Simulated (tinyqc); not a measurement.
Dopants and charged point defects at anneal temperature: Fermi-level effect, clustering and pairing: one step, computed by the program tinyqc. Command: `OMP_NUM_THREADS=1 python tinyqc.py 3000416 3000417 out.jsonl pairing walk`. One thread of a shared host (Intel(R) Xeon(R) Processor @ 2.30GHz), about 0.01 s of CPU time with the checks.

Boltzmann statistics and full ionisation of active dopants. Energies are counted from the valence band; the defect (a vacancy or self-interstitial) has five charge states, with all degeneracy factors one.

Question. Carrier density and Fermi level. p = A/2 + sqrt(A^2/4 + n_i^2) for an active density A. chi = n/n_i (for acceptors n_i/p); E_F = E_i + k_B T ln chi; field enhancement h = 1 + A/sqrt(A^2 + 4 n_i^2).

Inputs (values chosen for the exercise, with bands modelled on germanium): anneal temperature T = 750 K.

Dopant: acceptor. Second part: pairing with a mobile impurity.

active density A = 7.10e+18 cm^-3

n_i = 7.330202e+17 cm^-3

E_i = 0.2097022 eV

k_B T = 0.06463000 eV

Give: p; chi; E_F; field enhancement h.

Answer.

p = 7.175e+18 cm^-3

chi = 0.1022

E_F = 0.06227 eV

field enhancement h = 1.979

The doping is 9.69 n_i: extrinsic conditions.
